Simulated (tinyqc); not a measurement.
Born-Mayer model of an ionic crystal AB: one step, computed by the program tinyqc.

Energies are per ion pair and r is the nearest distance of unlike ions.

Task: Terms of the lattice energy. Madelung constant M, unlike neighbours z1, like neighbours z2 at f r, volume per pair: rock salt 1.747565, 6, 12, sqrt2, 2 r^3; caesium chloride 1.762675, 8, 6, 2/sqrt3, 8 r^3/(3 sqrt3); zinc blende 1.638055, 4, 12, sqrt(8/3), 16 r^3/(3 sqrt3). U(r) = -M z^2 e^2/(4 pi eps_0 r) + z1 lambda exp(-r/rho).

Inputs (values chosen for the exercise, for a model salt): ionic charge z = 2; unlike repulsion lambda = 1760 eV; range rho = 0.313 angstrom.

Structure: rock salt. Short range: nearest neighbours only.

equilibrium distance r0 = 2.356611 angstrom

Constants: e^2/(4 pi eps_0) = 14.39964548 eV angstrom.

Give: terms; lattice energy U.

Result:

terms (eV): Coulomb -42.71, unlike repulsion 5.67

lattice energy U = -37.04 eV per pair

The short-range terms together cancel 13.3 % of the Coulomb energy, which is rho/r0 = 0.1328: U = -(M z^2 e^2/(4 pi eps_0 r0))(1 - rho/r0).
